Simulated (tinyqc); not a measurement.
# Worked calculation: semiconductor laser, carrier and photon rate equations

tinyqc, about 0.01 s, one thread, Intel Xeon 2.30GHz (shared host): `OMP_NUM_THREADS=1 python tinyqc.py 2840133 2840134 out.jsonl` Printed values are rounded.

Carrier density N and photon density S in one mode: dN/dt = F1 = eta I/(q V) - (A N + B N^2 + C N^3) - vg g S; dS/dt = F2 = G vg g S + G be B N^2 - S/tp, with g = g0 ln(N/Ntr)/(1 + ec S). Output power P = Fo Eph S V/(G tp). No heating, no carrier transport.

Inputs (values chosen for the exercise):
- V = 3.2e-12 cm^3 (active volume)
- G = 0.105 (confinement factor)
- vg = 7.43e9 cm/s (group velocity)
- g0 = 2400 1/cm (gain coefficient)
- Ntr = 1.7e18 cm^-3 (transparency density)
- ec = 3.7e-17 cm^3 (gain compression)
- tp = 3 ps (photon lifetime)
- A = 1.6e8 1/s (defect recombination coefficient)
- B = 1.2e-10 cm^3/s (radiative coefficient)
- C = 1.2e-29 cm^6/s (Auger coefficient)
- be = 5.6e-5 (share of spontaneous emission into the mode)
- eta = 0.76 (injection efficiency)
- Fo = 0.57 (share of cavity losses that is output)
- Eph = 0.95 eV (photon energy)
- I = 2.8 mA (drive current)
- dt = 2 ps (time step)

Constants: q = 1.602176634e-19 C. Results are converted to the units shown.

## Threshold

gth = 1/(G vg tp), Nth = Ntr exp(gth/g0), Ith = q V (A Nth + B Nth^2 + C Nth^3)/eta. Above it S is near G tp eta (I - Ith)/(q V). Carrier lifetime at threshold Nth/(A Nth + B Nth^2 + C Nth^3).

gth = 427.2683 1/cm
Nth = 2.031261e18 cm^-3
Ith = 0.6211025 mA
estimate of S = 1.017421e15 cm^-3
carrier lifetime = 2.206222 ns

## Iteration 1: steady state by Newton steps

(N, S) at the start (Nth and the estimate of S): N (1e18 cm^-3) 2.031, S (1e15 cm^-3) 1.02

Jacobian, with a = g0/(N (1 + ec S)) and d = g/(1 + ec S): J11 = -(A + 2 B N + 3 C N^2) - vg a S, J12 = -vg d, J21 = G vg a S + 2 G be B N, J22 = G vg d - 1/tp. Solve J d = -F and add d to (N, S).

F1, F2 (1e27 cm^-3/s): [0.1120315, -0.01259836]

J (1/ns):
```
            N          S
F1  -9.425759  -2945.771
F2  0.9061340  -24.02739
```

(N, S) after iteration 1: N (1e18 cm^-3) 2.044746, S (1e15 cm^-3) 1.014049

## Iteration 2: steady state by Newton steps

As before.

F1, F2 (1e27 cm^-3/s): [0.001031653, -1.121579e-4]

J (1/ns):
```
            N          S
F1  -9.324857  -3058.758
F2  0.8949811  -12.16373
```

(N, S) after iteration 2: N (1e18 cm^-3) 2.044870, S (1e15 cm^-3) 1.014006

## Course of the iteration: steady state by Newton steps

Stop when the largest change of (N, S) is below 1e-9, or after 40 iterations. N is counted in 1e18 and S in 1e15 cm^-3, and S must be positive.

Course of the iteration:
```
iteration  S (1e15 cm^-3)  largest |change| of one entry
1                1.014049                         0.0137
2                1.014006                        1.25e-4
3                1.014006                        8.88e-9
4                1.014006                              0
```

Converged in 4 iterations. The change falls from 0.014 in the first iteration to below the tolerance in the last.

## Power, relaxation frequency, damping and bandwidth

N = 2.044870e18 cm^-3
S = 1.014006e15 cm^-3

Jacobian, with a = g0/(N (1 + ec S)) and d = g/(1 + ec S): J11 = -(A + 2 B N + 3 C N^2) - vg a S, J12 = -vg d, J21 = G vg a S + 2 G be B N, J22 = G vg d - 1/tp. wR^2 = det J, gamma = -trace J, fR = wR/(2 pi); the response wR^2/(wR^2 - w^2 + i gamma w) falls to 1/sqrt(2) at w^2 = x + sqrt(x^2 + wR^4), x = wR^2 - gamma^2/2 (f3dB = w/(2 pi)).

P = 0.8936936 mW
fR = 8.497415 GHz
gamma = 21.38067 1/ns
f3dB = 12.82664 GHz

f3dB is 1.51 times fR (1.55 without damping). gamma/wR = 0.40: the response has a resonance peak.

## One Runge-Kutta step of a transient

(N, S) at the start: N (1e18 cm^-3) 2.086, S (1e15 cm^-3) 0.507

y = (N, S), k1 = F(y), k2 = F(y + dt k1/2), k3 = F(y + dt k2/2), k4 = F(y + dt k3), y(new) = y + dt (k1 + 2 k2 + 2 k3 + k4)/6.

slopes per ps, N in 1e18 and S in 1e15 cm^-3:
```
          dN/dt       dS/dt
k1  0.001369881  0.02166947
k2  0.001286569  0.02307652
k3  0.001282053  0.02308888
k4  0.001193837  0.02454139
```

(N, S) after the step: N (1e18 cm^-3) 2.088567, S (1e15 cm^-3) 0.5531805
